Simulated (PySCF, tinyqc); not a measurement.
Inside a calculation. Method: CCSD on RHF in the sto-6g basis, for H3+, spin multiplicity 1. The lowest restricted solution is unstable here: a spin-polarised one lies 0.0121 hartree lower (PySCF). One step of it, computed by the program tinyqc.

Task: Orthogonalisation. S = U s U^T; symmetric (Loewdin) form X = U s^(-1/2) U^T, so that X^T S X = 1.

overlap S:
```
          1H 1s     2H 1s     3H 1s
1H 1s  1.000000  0.362838  0.362838
2H 1s  0.362838  1.000000  0.052267
3H 1s  0.362838  0.052267  1.000000
```

Give: eigenvalues of S; X.

Result:

eigenvalues of S: 0.5123  0.9477  1.5399

X:
```
         1H 1s    2H 1s    3H 1s
1H 1s   1.1165  -0.2088  -0.2088
2H 1s  -0.2088   1.0568   0.0296
3H 1s  -0.2088   0.0296   1.0568
```
